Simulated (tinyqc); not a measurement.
Bias-temperature instability, empirical power law with universal recovery: lifetime against voltage.

Threshold-voltage shift at the end of a stress: dV = A (V/V0)^g exp[-(Ea q/kB)(1/T - 1/T0)] (t/1 s)^n. After a delay tr the permanent share pp stays and the rest falls by r = 1/(1 + B (tr/t)^be). An empirical model: its parameters are fits, not properties.

The lifetime solves dV = dc; ten years are 3.15576e8 s.

Parameters, values chosen for the exercise: reference stress voltage V0 = 1.2 V; reference temperature T0 = 398 K; shift after 1 s at V0 and T0 A = 6 mV; time exponent n = 0.13; voltage exponent g = 5.9; apparent activation energy of the shift Ea = 0.18 eV; use temperature T = 328 K; failure criterion dc = 30 mV.

Constants: q = 1.602176634e-19 C, kB = 1.380649e-23 J/K. Results are converted to the units shown.

Results:
```
V (V)  shift after ten years (mV)  lifetime (years)
0.6                        0.4174          1.912e15
0.69                       0.9520          3.363e12
0.86                        3.491           1.534e8
0.94                        5.900           2.708e6
1.03                        10.12           4.270e4
1.11                        15.73              1432
1.2                         24.92             41.63
```

Estimate the missing row, V = 0.77 V.

Computed row:
```
V (V)  shift after ten years (mV)  lifetime (years)
0.77                        1.819          2.315e10
```

With this row back in the table: The shift goes as V^5.9 and the lifetime as V^(-45.4): 5 % more voltage adds 33.4 % to the shift and divides the lifetime by 9.16. 8 of the 8 rows pass ten years. For V = 0.6, 0.69, 0.77, 0.86, 0.94, 1.03, 1.11 the lifetime is a formal extrapolation far beyond any test.

tinyqc, about 0.01 s, one thread, Intel Xeon 2.30GHz (shared host): `OMP_NUM_THREADS=1 python tinyqc.py 2070092 2070093 out.jsonl`
